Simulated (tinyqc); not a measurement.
# Van der Pauw, Hall and four-point-probe measurements on a doped layer: correction factor against the shape of the sample

A uniform p-type layer with sheet resistance Rs = 1/(q ns mu), point contacts, low field (mu B small).

Rs = 1/(q ns mu). For a rectangle with contacts at the corners, RA = (8 Rs/pi) sum_(k>=0) ln coth((2k + 1) pi a/(2 b)) with current along a short side b and voltage along the opposite one, RB the same with a and b exchanged. ar = a/b. F = Rs/[(pi/ln 2)(RA + RB)/2]; small-asymmetry estimate 1 - (ln 2/2) d^2 - ((ln 2)^2/4 - (ln 2)^3/12) d^4 with d = (RB - RA)/(RB + RA).

Inputs (values chosen for the exercise):
- ns = 6.2e11 cm^-2 (sheet density of the layer)
- mu = 350 cm^2/(V s) (drift mobility)

Constants: q = 1.602176634e-19 C. Results are converted to the units shown.

Correction factor against the shape of the sample:
```
ar    RA (ohm)  RB (ohm)  RB/RA       F  estimate of F
1         6346      6346  1.000   1.000          1.000
1.14      4082      9361  2.293  0.9442         0.9444
1.29      2546   1.296e4  5.089  0.8185         0.8249
1.43      1640   1.655e4  10.09  0.6977         0.7254
1.57      1056   2.030e4  19.22  0.5944         0.6577
1.71     680.3   2.414e4  35.48  0.5114         0.6167
1.86     424.7   2.833e4  66.70  0.4415         0.5917
2        273.6   3.228e4  118.0  0.3899         0.5787
```

Read the table: what changes, and by how much?

RB/RA rises from 1.00 to 118 and F falls from 1.00 to 0.390. The estimate is 0.78 % above F at a/b = 1.29 and 48 % above it in the last row. RA shrinks about as exp(-pi a/b): by a factor of 1.55 between the last two rows, against 1.55.

tinyqc, about 0.01 s, one thread, Intel Xeon 2.30GHz (shared host): `OMP_NUM_THREADS=1 python tinyqc.py 2850229 2850230 out.jsonl`
